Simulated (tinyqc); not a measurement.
Inside a calculation: strain-driven crossing of the Gamma and L valleys in a germanium-like crystal alloyed with tin. Values are carried at full precision from step to step, so a last printed digit may differ when a step is redone from the rounded ones.

With tin the unstrained gaps become E(y) = (1 - y) E + y EgS - CS y (1 - y); all other values are kept.
Constants: kB = 8.617333262e-05 eV/K; hc = 1239.841984 eV nm.

Values chosen for the exercise (near those of Ge, gaps at low temperature; not measured data):
```
symbol  value            unit  meaning
Eg      0.911            eV    gap at Gamma to the s-like level
EgL     0.74             eV    gap to L
EgS     (-0.428, 0.103)  eV    Gamma and L gaps of the tin end
CS      (1.91, 1.12)     eV    bowing of the Gamma and L gaps
y       0.092                  tin fraction
C11     127.9            GPa
C12     48.3             GPa
C44     66.3             GPa
load    biaxial (111)          kind of strain
e0      0.0103                 size of the strain
Dso     0.292            eV    spin-orbit splitting
ac      -8.4             eV    conduction deformation potential
av      1.23             eV    valence hydrostatic potential
b       -2.6             eV    tetragonal shear potential
d       -5.23            eV    trigonal shear potential
aL      -1.49            eV    hydrostatic potential of the L edge, Xd + Xu/3
XuL     16.12            eV    uniaxial potential, L
mG      0.041            m0    mass at Gamma
mL      0.559            m0    density-of-states mass of the four L valleys together
T       300              K     temperature
```

## Gaps of the unstrained alloy

Give both gaps, their difference, and the y at which they cross (the root of a quadratic between 0 and 0.3).

Gamma and L gaps (eV): 0.6283  0.5878

Gamma - L = 0.0404 eV
crossing y = 0.1226

Without strain the alloy is indirect.

## The strain tensor for a biaxial (111) load

Biaxial loads: e0 is the in-plane strain e_par and the normal is free. (001): e_perp = -2 (C12/C11) e_par; exx = eyy = e_par, ezz = e_perp, no shear. (111): e_perp = -(2 C11 + 4 C12 - 4 C44)/(C11 + 2 C12 + 4 C44) e_par; exx = eyy = ezz = (2 e_par + e_perp)/3 and exy = eyz = ezx = (e_perp - e_par)/3. (110): e_perp = -(C11 + 3 C12 - 2 C44)/(C11 + C12 + 2 C44) e_par; exx = eyy = (e_par + e_perp)/2, ezz = e_par, exy = (e_perp - e_par)/2, eyz = ezx = 0. Uniaxial loads: a stress along n, scaled so that n.e.n = e0, with exx = s11 sxx + s12 (syy + szz), exy = s44 sxy/2, s11 = (C11 + C12)/((C11 - C12)(C11 + 2 C12)), s12 = -C12/((C11 - C12)(C11 + 2 C12)), s44 = 1/C44.

Form the tensor and its trace.

strain tensor in the cubic axes:
```
           x          y          z
x   0.005578  -0.004722  -0.004722
y  -0.004722   0.005578  -0.004722
z  -0.004722  -0.004722   0.005578
```

tr(e) = 0.016734

## Band edges

Edges from the unstrained valence top: Gamma at Eg + ac tr(e); an L valley with unit axis u at EgL + aL tr(e) + XuL (u.e.u - tr(e)/3), u along [111], [1-1-1], [-11-1], [-1-11]; valence edges are the levels of the 6 x 6 matrix of X, Y, Z times spin with -Dso/3 + l exx + m (eyy + ezz) on the diagonal (cyclic), n exy off it, l = av + 2 b, m = av - b, n = sqrt(3) d. Spin-orbit term (Dso/3) L.sigma on X, Y, Z with (L_k)_ij = -i epsilon_kij: <X+|H|Y+> = -i Dso/3, <X+|H|Z-> = Dso/3, <Y+|H|Z-> = -i Dso/3, <Z+|H|X-> = -Dso/3, <Z+|H|Y-> = i Dso/3, <X-|H|Y-> = i Dso/3, and their conjugates; + and - are the spin along z.

Give the edges and the direct and indirect gaps from the top valence edge.

Gamma edge = 0.4877 eV

L edges (eV): [111] 0.4107, [1-1-1] 0.6136, [-11-1] 0.6136, [-1-11] 0.6136

valence edges from the top (eV): 0.0740  -0.0222  -0.2820

direct and indirect gap (eV): 0.4137  0.3367

The gap is indirect: Gamma lies 77 meV above the lowest L valley. The top two valence edges are 96 meV apart.

## Electrons in the Gamma valley

Non-degenerate, parabolic: share = mG^(3/2)/(mG^(3/2) + (mL^(3/2)/4) sum_i exp(-(E_Li - E_Gamma)/kT)). Also the offset at which four equal L valleys hold half of the electrons, kT ln((mL/mG)^(3/2)), and the wavelength hc/E of the direct gap.

(mL/mG)^(3/2) = 50.34
share in Gamma = 0.402 %
offset for an even split = 101.3 meV
wavelength = 2997 nm

With the L valleys as they lie here, Gamma must be 66 meV below the lowest of them to hold half of the electrons at 300 K; it lies 77 meV above. A direct gap alone is not enough.

(tinyqc, `OMP_NUM_THREADS=1 python tinyqc.py 1050582 1050583 out.jsonl`, Intel(R) Xeon(R) Processor @ 2.30GHz, 1 thread, shared host, about 0.01 s.)
